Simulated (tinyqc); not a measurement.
Voltage drop against the resistance of a horizontal segment.

A grid of 25 by 25 nodes with segments Rx (rows) and Ry (columns); every node draws I1 and the central node kh I1; pads with resistance Rp sit at the nodes whose row and column are multiples of the pitch, counting from 0. The drops u = Vdd - V follow from G u = i, with G the conductance matrix and i the load currents, solved directly. Here the pitch is 4.

Values chosen for this exercise:
- Vdd = 0.7 V (supply voltage)
- Ry = 0.66 ohm (resistance of a vertical segment)
- Rp = 0.18 ohm (resistance from a pad node to the supply)
- kh = 8 (factor on the load at the hot node)
- I1 = 0.28 mA (load current of a node in the large grid)

Voltage drop against the resistance of a horizontal segment:
columns A: Rx (ohm); B: pads; C: worst drop (mV); D: mean drop (mV); E: largest drop at a pad (mV); F: largest pad current (mA); G: worst drop over Vdd (%)
```
A      B      C       D       E      F       G
0.06  49  1.216  0.9678  0.8892  4.940  0.1737
0.12  49  1.305   1.030  0.9320  5.178  0.1864
0.24  49  1.446   1.134  0.9752  5.418  0.2065
0.48  49  1.666   1.301   1.013  5.630  0.2381
0.96  49  2.028   1.561   1.044  5.798  0.2897
1.9   49  2.634   1.969   1.066  5.921  0.3762
3.8   49  3.755   2.681   1.082  6.012  0.5365
```

The worst drop rises from 1.22 to 3.76 mV and the mean drop rises from 0.968 to 2.68 mV. The worst drop goes as Rx^(0.10) between the first two rows and Rx^(0.51) between the last two. The central node is itself a pad.

Computed by the program tinyqc: `OMP_NUM_THREADS=1 python tinyqc.py 2770140 2770141 out.jsonl`, one thread of a shared Intel Xeon 2.30GHz, about 0.3 s for the whole run.
